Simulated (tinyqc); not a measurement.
Q-state Potts model on a small periodic square lattice: enumeration, Metropolis, heat-bath and Wolff steps: one step, computed by the program tinyqc.

E = -J x (number of nearest-neighbour bonds with equal states); n x n sites with periodic edges have 2 n^2 bonds. Order parameter m = (q f - 1)/(q - 1), f being the largest share of one state. Sites are numbered row by row from 0. Here q = 3 and n = 3.

Question. Eight single-site steps. Site = floor(r1 n^2). State c is drawn with probability exp(K k_c)/sum exp(K k), k_c the number of neighbours in state c: the first c whose cumulative probability reaches r2; r3 is not used.

Inputs (values chosen for the exercise, for a model of domains or grain orientations): temperature T = 634 K.

Update: heat bath.

start states:
```
   1  2  3
1  2  1  0
2  2  1  2
3  2  1  0
```

random numbers, one row a step:
```
        1       2       3
1  0.7483  0.0966  0.4939
2  0.2991  0.4403  0.2087
3  0.2323  0.0775  0.7547
4  0.4243  0.0744  0.9904
5  0.4952  0.9436  0.3166
6  0.6187  0.8869  0.4838
7  0.4384  0.8089  0.5217
8  0.0521  0.1800  0.5278
```

K = 0.6772353

Give: the table «Steps» with the columns old, neighbours in each state, P(old), P(new), new; states afterwards.

Answer.

Steps:
```
site  old  neighbours in each state  P(old)  P(new)  new
6       2                     1 1 2  0.4960  0.2520    0
2       0                     1 1 2  0.2520  0.2520    1
2       1                     1 1 2  0.2520  0.2520    0
3       2                     1 1 2  0.4960  0.2520    0
4       1                     1 2 1  0.4960  0.2520    2
5       2                     3 0 1  0.1858  0.1858    2
3       0                     1 0 3  0.1858  0.7198    2
0       2                     2 1 1  0.2520  0.4960    0
```

states afterwards:
```
   1  2  3
1  0  1  0
2  2  2  2
3  0  1  0
```
